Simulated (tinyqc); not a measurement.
Phonon-assisted absorption at an indirect gap: sweeps and comparisons. A value that a table varies takes the place of the one given here.

alpha(E) = sum_j A_j [N_j (E - Eg + w_j)^2 + (N_j + 1)(E - Eg - w_j)^2], each bracket counted only where its base is positive; N_j = 1/(exp(w_j/kB T) - 1). The first term absorbs a phonon and the second emits one; excitons and direct transitions are left out.

Photodiode (Gaertner form with a dead layer): QE = (1 - R) exp(-alpha xj) [1 - exp(-alpha W)/(1 + alpha L)], R = ((nr - 1)/(nr + 1))^2; responsivity = QE/E in A/W for E in eV.

Constants: kB = 8.617333262e-05 eV/K.

Parameters, chosen for this exercise (loosely those of SiC at room temperature; Eg is not tied to T; not measured data):
- Eg = 3.185 eV (indirect gap, held fixed unless listed)
- w = (72.3, 46.1) meV (two zone-edge phonons)
- A = (3400, 610) 1/(cm eV^2) (their strengths)
- T = 400 K
- nr = 2.84 (refractive index)
- xj = 0.11 micrometre (dead layer at the surface)
- W = 2.4 micrometre (depleted width)
- L = 9.4 micrometre (minority diffusion length below it)
- E = 3.659 eV (photon energy)

## The square root of alpha at three temperatures

The gap is held fixed, so only the phonon occupations change.

sqrt(alpha) (1/cm^(1/2)):

| E - Eg (eV) | 4 K | 77 K | 150 K |
|---|---|---|---|
| -0.04 | 0.000 | 0.009 | 0.118 |
| -0.02 | 0.000 | 0.024 | 0.216 |
| 0.00 | 0.000 | 0.040 | 0.323 |
| 0.02 | 0.000 | 0.056 | 0.431 |
| 0.04 | 0.000 | 0.072 | 0.540 |
| 0.07 | 0.590 | 0.598 | 0.925 |
| 0.10 | 2.093 | 2.097 | 2.280 |
| 0.15 | 5.207 | 5.210 | 5.356 |
| 0.20 | 8.360 | 8.363 | 8.517 |
| 0.30 | 14.683 | 14.688 | 14.876 |
| 0.45 | 24.177 | 24.183 | 24.435 |
| 0.60 | 33.674 | 33.681 | 34.001 |

What can be read from the table?

Below the gap only phonon absorption acts: at E - Eg = -0.02 eV sqrt(alpha) is 0.000, 0.024 and 0.216 at 4, 77 and 150 K. A straight line through the last two rows meets the axis at E - Eg = +0.0681, +0.0681 and +0.0668 eV: the intercept is roughly a weighted mean of the thresholds, not the gap, and it moves from the emission side towards Eg as the occupations grow. At the last row alpha grows by a factor 1.02 from the lowest to the highest temperature at fixed gap.

## Spectral response

Response:

| E (eV) | wavelength (nm) | alpha (1/cm) | 1/alpha (micrometre) | dead layer | collected | QE | A/W |
|---|---|---|---|---|---|---|---|
| 3.20 | 387 | 4.44 | 2.25e+03 | 1.000 | 0.005 | 0.004 | 0.001 |
| 3.24 | 383 | 10.0 | 1.00e+03 | 1.000 | 0.012 | 0.009 | 0.003 |
| 3.30 | 376 | 33.3 | 300 | 1.000 | 0.038 | 0.029 | 0.009 |
| 3.38 | 367 | 123 | 81.1 | 0.999 | 0.130 | 0.100 | 0.030 |
| 3.48 | 356 | 333 | 30.0 | 0.996 | 0.297 | 0.228 | 0.065 |
| 3.64 | 341 | 893 | 11.2 | 0.990 | 0.561 | 0.428 | 0.118 |
| 3.84 | 323 | 1.98e+03 | 5.05 | 0.978 | 0.783 | 0.590 | 0.154 |
| 4.08 | 304 | 3.86e+03 | 2.59 | 0.958 | 0.914 | 0.675 | 0.165 |
| 4.38 | 283 | 7.08e+03 | 1.41 | 0.925 | 0.976 | 0.696 | 0.159 |
| 4.78 | 259 | 1.29e+04 | 0.776 | 0.868 | 0.997 | 0.666 | 0.139 |

What does this show?

QE is highest, 0.696, at 4.38 eV of those listed and the responsivity at 4.08 eV; reflection alone caps QE at 0.770. Near the gap weak absorption limits it (collected share 0.005); at the top the dead layer passes 0.868. Far above the gap the quadratic law and a constant index are only rough.

## What moves the response

At the energy E. Each row changes one parameter from the base and keeps the others.

Results:

| case | alpha (1/cm) | QE |
|---|---|---|
| base | 977.6 | 0.4480 |
| Eg = 3.165 eV | 1071 | 0.4680 |
| T = 450 K | 1068 | 0.4674 |
| W = 4.8 micrometre | 977.6 | 0.5137 |
| L = 4.7 micrometre | 977.6 | 0.3492 |
| xj = 0.22 micrometre | 977.6 | 0.4433 |
| nr = 2.98 | 977.6 | 0.4376 |

What can be read from the table?

The largest shifts from the base row, up to three for each result and ties (the steps differ in size, so this ranks the rows, not the parameters). alpha (1/cm): Eg +93.5, T +90.6; unchanged at the printed digits by W, L, xj and nr. QE: L -0.0989, W +0.0657, Eg +0.0199.

(tinyqc, `OMP_NUM_THREADS=1 python tinyqc.py 1651072 1651073 out.jsonl`, Intel(R) Xeon(R) Processor @ 2.30GHz, 1 thread, shared host, about 0.01 s.)
